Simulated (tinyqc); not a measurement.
# A temperature scan through the peak

Model: deep-level transient spectroscopy (DLTS) of one majority-carrier trap. Computed by tinyqc, a small Python program. Command: `OMP_NUM_THREADS=1 python tinyqc.py 3021568 3021569 out.jsonl dlts sweep`. One thread of a shared host (Intel(R) Xeon(R) Processor @ 2.30GHz), about 0.03 s of CPU time with the checks.

A filling pulse loads the traps in a one-sided junction; under reverse bias they empty at the rate e, and the capacitance relaxes as C(t) = C_0 - dC exp(-e t). The signal is S = [C(t_2) - C(t_1)]/dC.

Inputs (values chosen for the exercise, with mass and screening modelled on GaP):
```
quantity                    value  unit
density-of-states mass m    0.489   m_0
valleys M                       3     -
trap depth E_t              0.447    eV
cross-section sigma_0     9.3e-15  cm^2
degeneracy ratio g              1     -
gate time t_1              0.0002     s
ratio t_2/t_1                  10     -
capture barrier E_b          0.11    eV
```

Carriers: electrons. Extra term: capture barrier.

Constants: k_B = 8.617333262e-05 eV/K; k_B = 1.380649e-23 J/K; m_0 = 9.1093837015e-31 kg; h = 6.62607015e-34 J s.

Method. e = g sigma v N_b exp(-E/k_B T), v = sqrt(3 k_B T/m), N_b = 2 M (2 pi m k_B T/h^2)^(3/2), sigma = sigma_0 exp(-E_b/k_B T), E = E_t. S(e) = exp(-e t_1) - exp(-e t_2) peaks at the rate window e_0 = ln(t_2/t_1)/(t_2 - t_1).

One run for each value:
```
temperature T (K)  emission rate e (1/s)  signal at T
249                           1.4667e+01   2.5979e-02
258                           3.8945e+01   6.7175e-02
268                           1.0702e+02   1.7151e-01
277                           2.5031e+02   3.4502e-01
287                           6.0589e+02   5.8821e-01
296                           1.2782e+03   6.9684e-01
305                           2.5851e+03   5.9062e-01
315                           5.4035e+03   3.3934e-01
324                           1.0109e+04   1.3243e-01
334                           1.9521e+04   2.0159e-02
343                           3.4207e+04   1.0685e-03
```

Describe and explain the trends.

Over the rows, emission rate e (1/s) rises from 14.7 to 34200 (exponent d ln y / d ln x 28 between the first rows and 21 between the last); signal at T goes from 0.0260 through a maximum among these rows, 0.697 at 296, to 0.00107. The signal peaks where e equals the rate window.

Extremes, crossings and ranges named in words are read from the listed rows.
